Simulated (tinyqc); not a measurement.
# Thermionic emission over a Gaussian spread of barriers, step by step

Numbers from tinyqc (`OMP_NUM_THREADS=1 python tinyqc.py 2640073 2640074 out.jsonl`; about 0.01 s on one thread of a shared Intel Xeon 2.30GHz). Printed values are rounded.

Metal on an n-type semiconductor with one parabolic valley; V > 0 is forward bias (metal positive). Patches of barrier height b are spread as a Gaussian with mean phi - r2 V and variance sg^2 + r3 V; each carries A* T^2 exp(-b/Vt) [exp(V/Vt) - 1].

Values chosen for this exercise; band and dielectric values close to those of gallium nitride: temperature T = 300 K; electron mass me = 0.197 m0; barrier height seen from the metal phi = 0.71 eV; standard deviation of the barrier heights sg = 0.044 eV; shift of the mean barrier per volt, with its sign reversed (rho2) r2 = -0.051; change of sg^2 per volt (rho3) r3 = -0.0011 V; bias V = 0.13 V; barrier heights sampled nb = 11.

Constants: q = 1.602176634e-19 C, kB = 1.380649e-23 J/K, h = 6.62607015e-34 J s, m0 = 9.1093837015e-31 kg, Vt = kB T/q. Results are converted to the units shown.

## Apparent barrier, ideality and current

A* = 4 pi q me m0 kB^2/h^3 (times 1e-4 for A/(cm^2 K^2)). The mean of exp(-b/Vt) gives the apparent barrier phi_ap(V) = phi - r2 V - (sg^2 + r3 V)/(2 Vt), J = A* T^2 exp(-phi_ap/Vt) [exp(V/Vt) - 1], and 1/n = 1 + r2 + r3/(2 Vt).

A* = 23.6741 A/(cm^2 K^2)
phi_ap(0) = 0.672556 eV
phi_ap(V) = 0.681952 eV
n = 1.07791
J = 0.00113053 A/cm^2

## The same mean by Simpson's rule

With mean mu and deviation s at this bias, take nb equally spaced b from mu - s^2/Vt - 3.5 s to mu + s, the Gaussian density g(b) and y = g exp(-(b - mu)/Vt); the integral I of y gives phi_ap = mu - Vt ln I.

| point | b (eV) | g (1/eV) | y (1/eV) |
|---|---|---|---|
| 0 | 0.499070 | 1.74498e-5 | 0.0788195 |
| 1 | 0.525061 | 3.38521e-4 | 0.559513 |
| 2 | 0.551051 | 0.00450571 | 2.72501 |
| 3 | 0.577041 | 0.0411457 | 9.10565 |
| 4 | 0.603032 | 0.257791 | 20.8754 |
| 5 | 0.629022 | 1.10814 | 32.8355 |
| 6 | 0.655012 | 3.26817 | 35.4352 |
| 7 | 0.681003 | 6.61298 | 26.2367 |
| 8 | 0.706993 | 9.18063 | 13.3280 |
| 9 | 0.732983 | 8.74442 | 4.64521 |
| 10 | 0.758974 | 5.71443 | 1.11078 |

I = 3.80713
phi_ap = 0.682069 eV

This differs from the closed form by 0.12 meV. The integrand peaks at b = 0.655 eV among these points, below the mean of 0.717 eV: low barriers carry the current.
